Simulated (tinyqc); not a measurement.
Thermal stress and diffusional relaxation in a metal film: Coble and Nabarro-Herring creep, cooling and holds: one step, computed by the program tinyqc. Command: `OMP_NUM_THREADS=1 python tinyqc.py 3022357 3022358 out.jsonl creep walk`. One thread of a shared host (Intel(R) Xeon(R) Processor @ 2.30GHz), about 0.02 s of CPU time with the checks.

A thin film on a rigid substrate is stress-free at T0. Tension is positive and the film creeps linearly: d sigma/dt = -M (mismatch) dT/dt - sigma/tau.

Problem. Stress after cooling to room temperature. Creep rate per stress: Nabarro-Herring 14 D Omega/(k_B T d^2), Coble (14 pi) delta D_b Omega/(k_B T d^3), with D = D0 exp(-E/(k_B T)), delta D_b = (delta D_b)0 exp(-E_b/(k_B T)); 1/tau = M x (sum of both)/2 (biaxial strain rate is half the uniaxial one). Temperatures in kelvin are T(C) + 273.15. Cooling from T0 at the constant rate: d sigma/dT = -slope + sigma/(tau(T) x rate), integrated to 25 C (stiff solver, tolerance 1e-9). Effective stress-free temperature T_eff = 25 C + sigma/slope.

Inputs (values chosen for the exercise, modelled on copper films on silicon): biaxial modulus M = 178 GPa; atomic volume Omega = 11.8 angstrom^3; lattice prefactor D0 = 1.4e-05 m^2/s; lattice energy E = 2.04 eV; boundary prefactor (delta D_b)0 = 4.1e-15 m^3/s; boundary energy E_b = 1.1 eV; grain size d = 1.1 um; stress-free temperature T0 = 300 C; hold temperature T = 170 C; cooling rate = 2 C/min.

thermoelastic slope = 2.581 MPa/K

Constants: k_B = 1.380649e-23 J/K; k_B = 8.617333262e-05 eV/K.

Give: stress at 25 C; effective stress-free temperature.

Solution.

stress at 25 C = 615.8 MPa

effective stress-free temperature = 263.6 C

Creep during cooling removes 13.2 % of the elastic value. Caution: bulk creep laws overstate relaxation in a bonded film, and dislocation glide would cap stresses above the yield stress.
